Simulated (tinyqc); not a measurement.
Inside a calculation. Model: drifting, spreading and decaying minority pulse (Haynes-Shockley), explicit time steps.

Program tinyqc, `OMP_NUM_THREADS=1 python tinyqc.py 2310121 2310122 out.jsonl`; Intel Xeon 2.30GHz, shared host, one thread, about 0.01 s. Printed values are rounded.

Low injection in a uniform field: dn/dt = D d2n/dx2 - v dn/dx - n/tau with D = mu Vt and v = mu F towards +x. Exact solution on an infinite bar for a Gaussian start at x0: n = N0 exp(-t/tau) exp(-(x - x0 - v t)^2/(2 s^2))/sqrt(2 pi s^2), s^2 = s0^2 + 2 D t.

Parameters, values chosen for the exercise; mobility close to that of silicon at room temperature:
```
symbol,value,unit,meaning
T,250,K,temperature
mu,464,cm^2/(V s),minority-carrier mobility
F,37,V/cm,sweep field along the drift
hx,2.4,um,mesh step
tau,2.6e-7,s,lifetime
N0,1e9,cm^-2,injected sheet density
dt,1.7e-9,s,time step
s0,2.9,um,initial width (standard deviation)
```

Constants: q = 1.602176634e-19 C, kB = 1.380649e-23 J/K, Vt = kB T/q. Results are converted to the units shown.

## Coefficients of the scheme

Exponentially fitted fluxes: d = F hx/Vt, B(d) = d/(exp(d) - 1), k = D dt/hx^2; (L n)_i = a n_(i-1) + b n_i + c n_(i+1) with a = k B(-d), c = k B(d), b = -a - c - dt/tau. Explicit steps keep n positive for dt up to 1/[(D/hx^2)(B(d) + B(-d)) + 1/tau].

D = 9.99611 cm^2/s
v = 17168.0 cm/s
d = 0.412192
a = 0.359993
b = -0.604917
c = 0.238386
positivity limit of dt = 2.81030e-9 s

dt is 0.60 times the explicit limit. On this mesh the fitted flux acts like a diffusion coefficient (d/2) coth(d/2) D = 1.01 D for a travelling pulse, before the error of the time steps.

## Initial pulse

Nodes x_i = i hx, i = 1 to 11, n = 0 at nodes 0 and 12; the Gaussian at t = 0 with x0 = 4 hx.

n at t = 0, node 1 to 11 (in units of 1e12 cm^-3): [0.06310, 0.34964, 0.97676, 1.37566, 0.97676, 0.34964, 0.06310, 0.00574, 0.00026, 0.00001, 0.00000]

## Step 1: densities after a time step

(L n)_i = a n_(i-1) + b n_i + c n_(i+1), n = 0 beyond the ends. Explicit step: n(new) = n + L n.

n at t = 1 dt, node 1 to 11 (in units of 1e12 cm^-3): [0.10828, 0.39370, 0.83971, 1.12797, 0.96448, 0.50480, 0.15216, 0.02504, 0.00217, 0.00010, 0.00000]

## Step 2: densities after a time step

As before.

n at t = 2 dt, node 1 to 11 (in units of 1e11 cm^-3): [1.36630, 3.94695, 7.42374, 9.77849, 9.07449, 5.82918, 2.47813, 0.65190, 0.09897, 0.00821, 0.00036]

## Step 3: densities after a time step

As before.

n at t = 3 dt, node 1 to 11 (in units of 1e11 cm^-3): [1.48070, 3.82095, 6.68492, 8.69904, 8.49496, 6.16051, 3.23293, 1.17325, 0.27574, 0.03896, 0.00310]

## Course in time

The same steps, now on nodes 1 to 60 (n = 0 at nodes 0 and 61), for 24 steps; centre = sum x n/sum n. Deviations are from the exact pulse, as a share of its largest value on the nodes; a run counts as stable if they stay under 100 %.

Course of the iteration:
```
step  hx sum n (cm^-2)  centre (um)  most negative n (cm^-3), 0 if none  largest deviation (% of the peak)
1            9.88419e8      9.94399                                   0                               1.85
2            9.75761e8      10.3028                                   0                               2.07
3            9.61564e8      10.6827                                   0                               2.08
4            9.46806e8      11.0747                                   0                               2.39
5            9.32057e8      11.4728                                   0                               3.90
6            9.17622e8      11.8736                                   0                               5.44
7            9.03653e8      12.2746                                   0                               6.96
8            8.90216e8      12.6747                                   0                               8.43
9            8.77330e8      13.0729                                   0                               9.83
...                ...          ...                                 ...                                ...
16           8.00860e8      15.7859                                   0                               16.9
17           7.91554e8      16.1623                                   0                               17.6
18           7.82571e8      16.5362                                   0                               18.2
19           7.73888e8      16.9075                                   0                               18.8
20           7.65485e8      17.2764                                   0                               19.3
21           7.57342e8      17.6430                                   0                               19.8
22           7.49443e8      18.0073                                   0                               20.1
23           7.41771e8      18.3694                                   0                               20.4
24           7.34313e8      18.7295                                   0                               20.6
```

The run is stable. After 24 steps the deviation is 21 % of the peak. From step 1 to the last the centre has moved at 1.31 v and the content is 14 % below N0 exp(-t/tau). On an endless mesh these steps would give a speed of 1.01 v and a content of 0.999 times the exact one, from dt/tau = 0.00654 alone; the rest comes from the absorbing ends.
